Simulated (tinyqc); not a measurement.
# Inputs raised by 10 %, one at a time

Model: vacuum evaporation: vapour pressure, source flux, thickness distribution, purity and step coverage. Computed by tinyqc, a small Python program. Command: `OMP_NUM_THREADS=1 python tinyqc.py 3113063 3113064 out.jsonl evap sens`. One thread of a shared host (Intel(R) Xeon(R) Processor @ 2.30GHz), about 0.01 s of CPU time with the checks.

Molecular flow, unit sticking of the metal, no re-evaporation. The background gas is taken as water vapour (18.015 g/mol, collision diameter 0.37 nm) at 300 K.

Inputs (values chosen for the exercise, modelled on indium, with constants for the liquid):
```
quantity                    value    unit
molar mass M                114.8   g/mol
film density rho             7.31  g/cm^3
vapour-pressure constant A  10.38       -
vapour-pressure constant B  12320       K
source temperature T         1150       K
source area                  0.67    cm^2
directionality n                2       -
source-to-wafer distance h     53      cm
wafer radius R                  5      cm
background pressure p       1e-05      Pa
sticking of background gas    0.6       -
```

Constants: u = 1.6605390666e-27 kg; k_B = 1.380649e-23 J/K; R = 8.314462618 J/(mol K).

Method:
- log10(p_v/Pa) = A - B/T; flux from the surface Phi = p_v/sqrt(2 pi m k_B T), m = M u.
- Mass loss = Phi x area x m; heat of evaporation = ln(10) R B; d ln Phi/dT = ln(10) B/T^2 - 1/(2 T).
- A small source emits (n + 1) Phi area cos^n(phi)/(2 pi) per solid angle; on a parallel plane at height h and lateral distance l the arrival rate is (n + 1) Phi area/(2 pi h^2) x (1 + (l/h)^2)^(-(n + 3)/2). Growth rate = arrival rate x m/rho, m = M u. The wafer is fixed and centred above the source.
- Mean free path lambda = k_B T_g/(sqrt2 pi d^2 p); unscattered share exp(-h/lambda); gas arrival p/sqrt(2 pi m_g k_B T_g); impurity ratio = sticking x gas arrival/metal arrival; monolayer time = 1e15 cm^-2/(sticking x gas arrival).

Runs; columns: (1) input moved; (2) from; (3) to; (4) growth rate at the centre (nm/s); (5) non-uniformity (max - min)/(max + min) (%); (6) share of the material that lands on the wafer, 1 - (1 + (R/h)^2)^(-(n + 1)/2) (%); (7) impurity ratio:
```
(1)                                (2)      (3)       (4)     (5)     (6)     (7)
base run                             -        -  0.010003  1.1075  1.3203  0.5606
source temperature T (K)          1150     1265  0.089812  1.1075  1.3203  0.0624
source area (cm^2)                0.67    0.737  0.011003  1.1075  1.3203  0.5097
source-to-wafer distance h (cm)     53     58.3  0.008267  0.9160  1.0932  0.6784
wafer radius R (cm)                  5      5.5  0.010003  1.3388  1.5939  0.5606
directionality n                     2      2.2  0.010670  1.1518  1.4077  0.5256
background pressure p (Pa)       1e-05  1.1e-05  0.010003  1.1075  1.3203  0.6167
vapour-pressure constant B (K)   12320    13552  0.000849  1.1075  1.3203  6.6066
```

Exponents ln(y'/y) / ln(x'/x); columns: (1) input; (2) growth rate at the centre; (3) non-uniformity (max - min)/(max + min); (4) share of the material that lands on the wafer, 1 - (1 + (R/h)^2)^(-(n + 1)/2); (5) impurity ratio:
```
(1)                             (2)     (3)     (4)      (5)
source temperature T         23.029   0.000   0.000  -23.029
source area                   1.000   0.000   0.000   -1.000
source-to-wafer distance h   -2.000  -1.992  -1.980    2.000
wafer radius R                0.000   1.990   1.976    0.000
directionality n              0.677   0.411   0.673   -0.677
background pressure p         0.000   0.000   0.000    1.000
vapour-pressure constant B  -25.881   0.000   0.000   25.881
```

To which inputs is each result most sensitive?

Among the inputs moved here: growth rate at the centre answers most in size to vapour-pressure constant B (exponent -25.881), next to source temperature T (+23.029); its exponent is below 0.0005 for wafer radius R, background pressure p. Its exponent -2.000 in source-to-wafer distance h: a point source. Non-uniformity (max - min)/(max + min) answers most in size to source-to-wafer distance h (exponent -1.992), and about equally to wafer radius R (+1.990); its exponent is below 0.0005 for source temperature T, source area, background pressure p, vapour-pressure constant B. Its exponent -1.992 in source-to-wafer distance h: the fall-off goes as (R/h)^2. share of the material that lands on the wafer, 1 - (1 + (R/h)^2)^(-(n + 1)/2) answers most in size to source-to-wafer distance h (exponent -1.980), and about equally to wafer radius R (+1.976); its exponent is below 0.0005 for source temperature T, source area, background pressure p, vapour-pressure constant B. Its exponent +1.976 in wafer radius R: the solid angle of a small wafer. Impurity ratio answers most in size to vapour-pressure constant B (exponent +25.881), next to source temperature T (-23.029); its exponent is below 0.0005 for wafer radius R. Its exponent +2.000 in source-to-wafer distance h: the metal flux falls as 1/h^2.

Caution (rows vapour-pressure constant B): more gas than metal sticks, so a compound rather than a metal film would grow.
